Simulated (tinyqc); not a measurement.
From results back to parameters: free and nearly free electrons in a metal. Three cases, with inputs chosen for the exercise.

Problem. A free-electron metal with 4 atoms in the cubic cell and z electrons an atom has EF = c kF^2/m, (hbar omega_p)^2 = 8 pi c (e^2/(4 pi eps0)) n/m and kF = (3 pi^2 n)^(1/3), c = hbar^2/2m0.

Constants: hbar^2/2m0 = 3.80998211 eV angstrom^2; e^2/(4 pi eps0) = 14.39964547 eV angstrom.

Find: kF; m; z.

Method. (hbar omega_p)^2/EF = (8/(3 pi)) (e^2/(4 pi eps0)) kF gives kF; EF then gives m, and n = kF^3/(3 pi^2) gives z.

Case 1.

Values chosen (out of a larger set: near those of Co, whose d bands this model ignores; not measured data): a = 3.521 angstrom (fcc lattice constant).

EF = 11.76517 eV
hbar omega_p = 15.89656 eV

Solution.

kF = 1.7573 1/angstrom
m = 1.00 m0
z = 2.00

Case 2.

Values chosen (out of a larger set: near those of Al; not measured data): a = 4.086 angstrom (fcc lattice constant).

EF = 11.44795 eV
hbar omega_p = 15.57401 eV

Solution.

kF = 1.7334 1/angstrom
m = 1.00 m0
z = 3.00

Case 3.

Values chosen (out of a larger set: near those of Al; not measured data): a = 4.012 angstrom (fcc lattice constant).

EF = 11.87415 eV
hbar omega_p = 16.00687 eV

Solution.

kF = 1.7654 1/angstrom
m = 1.00 m0
z = 3.00

Computed by tinyqc, one run a case: `OMP_NUM_THREADS=1 python tinyqc.py N N+1 out.jsonl` with N = 1682481, 1682548, 1682569; one thread of a shared Intel(R) Xeon(R) Processor @ 2.30GHz, about 0.01 s a run at most.
